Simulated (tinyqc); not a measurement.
Superjunction drift layer against a plain one, charge balance: two steps of the calculation.

Alternating n and p pillars of equal width wp, doping N and length Lp. When depleted, the lateral field peaks at Ex = q N wp/(2 eps0 eps_r) at the pillar junctions and a uniform vertical field Ey is added; breakdown is taken where Ex^2 + Ey^2 = Ef^2. Only the n pillars conduct, narrowed by the zero-bias depletion. A first-order model: the field peaks at the pillar ends are left out.

Parameters, values chosen for the exercise; values close to those of gallium nitride:
```
symbol,value,unit,meaning
eps_r,9.75,,relative permittivity of the semiconductor
E16,3.07,MV/cm,critical field at a doping of 1e16 cm^-3
BV,3300,V,wanted breakdown voltage
dl,-5.7,%,charge imbalance (Nn - Np)/N
```

Constants: q = 1.602176634e-19 C, eps0 = 8.8541878128e-14 F/cm where lengths are in cm. Results are converted to the units shown.

Task 1. Doping of the plain drift layer. Ec(N) = E16 (N/1e16 cm^-3)^(1/8); N(new) = eps0 eps_r Ec(N)^2/(2 q BV).

N at the start = 1e14 cm^-3

Wanted: Ec; N after iteration 1.

Result 1.

Ec = 1.7264 MV/cm
N after iteration 1 = 2.4332e15 cm^-3

Task 2. Loss of breakdown voltage by imbalance. An imbalance dl leaves the mean net doping |dl| N/2, which tilts the vertical field by s = q |dl| N/(2 eps0 eps_r): BV(dl) = Ey Lp - s Lp^2/2, or Ey^2/(2 s) if the field reaches zero inside the pillar.

N = 1.4885775e17 cm^-3
Ey = 1.8832992 MV/cm
Lp = 17.522441 um

Find: tilt s; BV(dl); loss.

Result 2.

tilt s = 78.74 kV/(cm um)
BV(dl) = 2091 V
loss = 36.63 %

Computed by the program tinyqc: `OMP_NUM_THREADS=1 python tinyqc.py 2590005 2590006 out.jsonl`, one thread of a shared Intel Xeon 2.30GHz, about 0.01 s for the whole run.
